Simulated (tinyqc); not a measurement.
Stretching all distances: RHF, UHF, MP2, CISD and CCSD against full CI in the 3-21g basis, for HeH+, spin multiplicity 1. Computed by the program tinyqc with PySCF. All coordinates are multiplied by the scale. c0^2 is the weight of the RHF determinant in the lowest singlet FCI state (UHF is spin-contaminated and may lie near states of higher spin) and n(LUMO) the first natural occupation beyond the occupied space.

Geometry (angstrom):
```
atom       x       y       z
He    0.0000  0.0000  0.0000
H     0.0000  0.0000  0.6810
```

Full CI energy (hartree) and errors against it (kcal/mol):
```
scale   distance 1-2 (angstrom)     E(FCI)      RHF      UHF     MP2    CISD    CCSD  <S^2> UHF    c0^2  n(LUMO)
0.8800                   0.5993  -2.880115  14.1927  14.1927  3.2404  0.0000  0.0000     0.0000  0.9940   0.0102
1.0200                   0.6946  -2.905839  14.6762  14.6762  3.4445  0.0000  0.0000     0.0000  0.9931   0.0120
1.1700                   0.7968  -2.910866  14.7381  14.7381  3.5338  0.0000  0.0000     0.0000  0.9923   0.0135
1.3100                   0.8921  -2.906899  14.4742  14.4742  3.5161  0.0000  0.0000     0.0000  0.9919   0.0143
1.4600                   0.9943  -2.899505  13.9722  13.9722  3.4157  0.0000  0.0000     0.0000  0.9918   0.0143
1.6000                   1.0896  -2.891993  13.3933  13.3933  3.2718  0.0000  0.0000     0.0000  0.9920   0.0138
1.7400                   1.1849  -2.884819  12.7775  12.7775  3.1040  0.0000  0.0000     0.0000  0.9925   0.0129
1.8900                   1.2871  -2.877935  12.1346  12.1346  2.9218  0.0000  0.0000     0.0000  0.9931   0.0118
2.0300                   1.3824  -2.872414  11.5879  11.5879  2.7655  0.0000  0.0000     0.0000  0.9938   0.0108
```

What does the comparison show, and why?

UHF stays equal to RHF over this range. The weight c0^2 goes from 0.99 to 0.99 and n(LUMO) from 0.01 to 0.01: one determinant still serves, as it does when a bond breaks into closed-shell fragments or is not yet far stretched. The spread of the error along the curve, which distorts its shape, is CISD 0.0, CCSD 0.0, MP2 0.8, RHF 3.2, UHF 3.2 kcal/mol. With two electrons CISD and CCSD are exact.
